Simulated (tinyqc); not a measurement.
Deformation-potential model of the Delta valleys of a conduction band, step by step. Values are carried at full precision from step to step, so a last printed digit may differ when a step is redone from the rounded ones.

s11 = (C11 + C12)/((C11 - C12)(C11 + 2 C12)), s12 = -C12/((C11 - C12)(C11 + 2 C12)), s44 = 1/C44; exx = s11 sxx + s12 (syy + szz) and cyclic, exy = s44 sxy/2; tension is positive. A uniaxial stress X along the unit vector n is s_ij = X n_i n_j.

Constants: kB = 8.617333262e-05 eV/K; hbar^2/2m0 = 3.80998211 eV angstrom^2.

Values chosen for the exercise (near those of Si; shifted at random, so the results belong to these values and not to a real crystal): C11 = 164.6 GPa; C12 = 63.6 GPa; C44 = 79.4 GPa; load = uniaxial [001] (kind of stress); X = 0.51 GPa (stress); Xd = 1 eV (dilation potential); Xu = 8.68 eV (uniaxial potential); T = 150 K (temperature); ml = 0.936 m0 (longitudinal mass); mt = 0.188 m0 (transverse mass).

## Strain from a uniaxial [001] stress

Form the compliances and the strain.

s11, s12, s44 (1/TPa): 7.7430  -2.1580  12.5945

strain tensor:
```
           x          y         z
x  -0.001101   0.000000  0.000000
y   0.000000  -0.001101  0.000000
z   0.000000   0.000000  0.003949
```

## Valley shifts

Valleys with axes along x, y and z, each a pair at +k and -k. Herring-Vogt shift of a valley with unit axis a: dE = Xd tr(e) + Xu a.e.a. Non-degenerate shares n_i = exp(-dE_i/kT)/sum_j exp(-dE_j/kT). Inverse mass tensor of a valley: (1 - a a)/mt + a a/ml; the masses are taken as independent of strain.

Apply the Herring-Vogt formula to each valley.

Xd tr(e) = 1.75 meV

a.e.a: x -0.001101, y -0.001101, z 0.003949

shifts dE (meV): x -7.81, y -7.81, z 36.02

The lowest valleys are x and y, 43.8 meV below the highest; the mean shift over all valleys is (Xd + Xu/3) tr(e) = 6.80 meV.

## Shares of the electrons

Boltzmann factors of the shifts.

kT = 12.926 meV

shares: x 0.4917, y 0.4917, z 0.0166

effective number of valley axes, 1/(largest share) = 2.034

## Conductivity mass tensor

With one scattering time for all valleys the conductivity goes as M = sum_i n_i (inverse mass tensor of valley i); along the unit vector u, 1/m_c = u.M.u. Without stress 1/m_c = (1/ml + 2/mt)/3. Take u along [001].

M (1/m0):
```
       x      y      z
x  3.229  0.000  0.000
y  0.000  3.229  0.000
z  0.000  0.000  5.249
```

m_c along [001] = 0.1905 m0
m_c without stress = 0.2563 m0

The repopulation alone changes the mobility along [001] by +34.5 %; with all electrons in the valleys lightest or heaviest along this direction it would change by +36 or -73 %.

## Effective density of states

Each of the 6 whole valleys has m_d = (ml mt^2)^(1/3) and N = 2 (m_d kT/(4 pi c))^(3/2), c = hbar^2/2m0. Counted from the lowest edge, Nc = N x 2 x sum_i exp(-(dE_i - dE_min)/kT). 1 angstrom^-3 = 1e24 cm^-3.

m_d = 0.3210 m0
N of one valley = 1.614e+18 cm^-3
Nc under stress = 6.564e+18 cm^-3
Nc without stress = 9.682e+18 cm^-3

## Piezoresistance from repopulation

For small stress d(rho)/rho = pi X. For valleys on the cube axes pi11 = -(2/3) Xu (s11 - s12)/kT x (K - 1)/(2K + 1), pi12 = -pi11/2, pi44 = 0, K = ml/mt. For stress along [110]: pi_l = (pi11 + pi12 + pi44)/2 with the current along it and pi_t = (pi11 + pi12 - pi44)/2 with the current along [1-10]. 1/GPa = 100 x 1e-11/Pa.

K = 4.979

pi11, pi12, pi44 (1e-11/Pa): -160.9  80.5  0.0

pi_l, pi_t for [110] (1e-11/Pa): -40.2  -40.2

Only the transfer between valleys is counted; changes of mass and of intervalley scattering add to it in a real crystal.

## Checks

- Conductivity mass at zero stress against 3/(1/ml + 2/mt): both 0.2562641.
- Piezoresistance coefficients by finite differences against the closed form: largest difference 9.6e-08.

tinyqc: `OMP_NUM_THREADS=1 python tinyqc.py 1080467 1080468 out.jsonl`; about 0.03 s, one thread, shared Intel(R) Xeon(R) Processor @ 2.30GHz.
